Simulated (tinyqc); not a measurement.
Three-phonon processes in a diatomic chain: dispersion, energy and momentum conservation, and decay channels of optical phonons: one step, computed by the program tinyqc.

Cell length a, two atoms, one spring constant. x = q a/pi runs from -1 to 1; A and O are the acoustic and optical branches. Matrix elements are not computed: only conservation laws and occupation factors are followed.

Problem. Dispersion. omega^2 = k (1/m + 1/M) -/+ k sqrt((1/m + 1/M)^2 - 4 sin^2(pi x/2)/(m M)); nu = 15.6333042 THz x sqrt(omega^2) for eV/(angstrom^2 u).

Inputs (values chosen for the exercise, for a model chain): light mass m = 28.1 u; heavy mass M = 92.2 u; spring constant k = 4 eV/angstrom^2.

Constants: nu for 1 eV/(angstrom^2 u) = 15.6333042 THz.

Give: the table «Branches» with the columns nu_A (THz), nu_O (THz), for x = 0.10, 0.20, 0.35, 0.50, 0.65, 0.80, 0.90, 1.00.

Solution.

Branches:
```
x     nu_A (THz)  nu_O (THz)
0.10       0.632       9.507
0.20       1.257       9.445
0.35       2.163       9.279
0.50       3.004       9.042
0.65       3.737       8.765
0.80       4.295       8.505
0.90       4.524       8.385
1.00       4.605       8.341
```
